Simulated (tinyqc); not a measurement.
From results back to parameters: six-band hole subbands of a thin body in a field. Three cases, with inputs chosen for the exercise.

Problem. Without spin-orbit coupling the masses along a normal n are the inverse eigenvalues of C(n n^T)/c: 1/(g1 - 2 g2) twice and 1/(g1 + 4 g2) on (001); 1/(g1 - 2 g3) twice and 1/(g1 + 4 g3) on (111); on (110) 1/(g1 + g2 - 3 g3), 1/(g1 - 2 g2) and 1/(g1 + g2 + 3 g3). Three masses were computed from hidden g1, g2, g3.

Find: g1, g2, g3; heaviest mass on (110).

Method. The inverse masses on (001) differ by 6 g2, which gives g2 and g1; g3 = (g1 - 1/m(111))/2.

Case 1.

heavy and light mass on (001) (m0): 0.203252  0.033003

heavy mass on (111) = 0.510204 m0

Solution.

g1, g2, g3: 13.38  4.23  5.71

heaviest mass on (110) = 2.08 m0

Case 2.

heavy and light mass on (001) (m0): 0.200401  0.032992

heavy mass on (111) = 0.492611 m0

Solution.

g1, g2, g3: 13.43  4.22  5.70

heaviest mass on (110) = 1.82 m0

Case 3.

heavy and light mass on (001) (m0): 0.276243  0.176678

heavy mass on (111) = 0.704225 m0

Solution.

g1, g2, g3: 4.30  0.34  1.44

heaviest mass on (110) = 3.12 m0

Computed by tinyqc, one run a case: `OMP_NUM_THREADS=1 python tinyqc.py N N+1 out.jsonl` with N = 1251325, 1251329, 1251373; one thread of a shared Intel(R) Xeon(R) Processor @ 2.30GHz, about 0.4 s a run at most.
